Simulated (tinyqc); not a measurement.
One-sided p+-n junction, ionisation integral and breakdown: one step of the calculation.

A p+ layer at x < 0 and an n drift layer from x = 0. Depletion approximation, built-in voltage neglected. Local ionisation coefficients alpha_n = an exp(-(bn/E)^mx), alpha_p = ap exp(-(bp/E)^mx). Electrons move towards +x, holes towards x = 0.

Task. Field and ionisation coefficients on a grid. W = sqrt(2 eps0 eps_r V/(q N)), peak field E0 = q N W/(eps0 eps_r), falling linearly to 0 at W. Grid: 13 equal steps from 0 to fr W.

Values chosen for this exercise; material values close to those of germanium:
```
symbol   value   unit                                           meaning
eps_r     15.9                                    relative permittivity
an      1.51e7   1/cm  prefactor of the electron ionisation coefficient
bn      1.55e6   V/cm                      field constant for electrons
ap      9.86e6   1/cm      prefactor of the hole ionisation coefficient
bp      1.21e6   V/cm                          field constant for holes
mx           1                                                 exponent
N       4.4e16  cm^-3                  donor density of the drift layer
V         8.33      V                                   reverse voltage
fr         0.6         share of the depleted width that the grid covers
```

Constants: q = 1.602176634e-19 C, eps0 = 8.8541878128e-14 F/cm where lengths are in cm. Results are converted to the units shown.

Wanted: W; x; E; alpha_n; alpha_p.

Result.

W = 0.57680 um

```
point	x (um)	E (kV/cm)	alpha_n (1/cm)	alpha_p (1/cm)
0	0.00000	288.83	70529	1.4945e5
1	0.02662	275.50	54399	1.2203e5
2	0.05324	262.17	40865	97606
3	0.07987	248.84	29772	76225
4	0.10649	235.51	20926	57884
5	0.13311	222.18	14099	42529
6	0.15973	208.85	9032.1	30041
7	0.18635	195.52	5445.4	20237
8	0.21297	182.19	3048.6	12867
9	0.23960	168.86	1557.4	7616.9
10	0.26622	155.53	709.08	4121.2
11	0.29284	142.19	278.56	1987.3
12	0.31946	128.86	90.197	824.05
13	0.34608	115.53	22.514	278.89
```

Range of the model: Breakdown comes at under 16 V, so the built-in voltage left out is a few per cent of it or more.

tinyqc, about 0.03 s, one thread, Intel Xeon 2.30GHz (shared host): `OMP_NUM_THREADS=1 python tinyqc.py 2120152 2120153 out.jsonl`
